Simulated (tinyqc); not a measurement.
From results back to parameters: thin-film optics by transfer matrices. Three cases, with inputs chosen for the exercise.

Problem. A bare substrate in air: with rho = tan(Psi) exp(i Delta), Delta = 180 degrees at small angles on a dielectric, conj(eps) = sin^2(theta) [1 + tan^2(theta) ((1 - rho)/(1 + rho))^2], and n + i k = sqrt(eps).

Find: rho; eps; n; k.

Method. Form rho, insert it, conjugate, and take the root with k >= 0.

Case 1.

Values chosen (out of a larger set: indices near those of polySi, SiO2 on Si; not measured data): lam = 633 nm (vacuum wavelength); theta_e = 75 degrees (angle of the ellipsometer).

Psi = 1.1553 degrees
Delta = 171.7643 degrees

Solution.

rho = -0.0200+0.0029i
eps = 15.01+0.16i
n = 3.874
k = 0.021

Case 2.

Values chosen (out of a larger set: indices near those of resist, ARC on Cu; not measured data): lam = 365 nm (vacuum wavelength); theta_e = 70 degrees (angle of the ellipsometer).

Psi = 29.8390 degrees
Delta = 83.7837 degrees

Solution.

rho = 0.0621+0.5702i
eps = -1.80+4.83i
n = 1.295
k = 1.865

Case 3.

Values chosen (out of a larger set: indices near those of polySi, SiO2 on W; not measured data): lam = 633 nm (vacuum wavelength); theta_e = 75 degrees (angle of the ellipsometer).

Psi = 20.5765 degrees
Delta = 110.8709 degrees

Solution.

rho = -0.1337+0.3508i
eps = 5.12+20.53i
n = 3.625
k = 2.832

Computed by tinyqc, one run a case: `OMP_NUM_THREADS=1 python tinyqc.py N N+1 out.jsonl` with N = 1650013, 1650058, 1650059; one thread of a shared Intel(R) Xeon(R) Processor @ 2.30GHz, about 0.01 s a run at most.
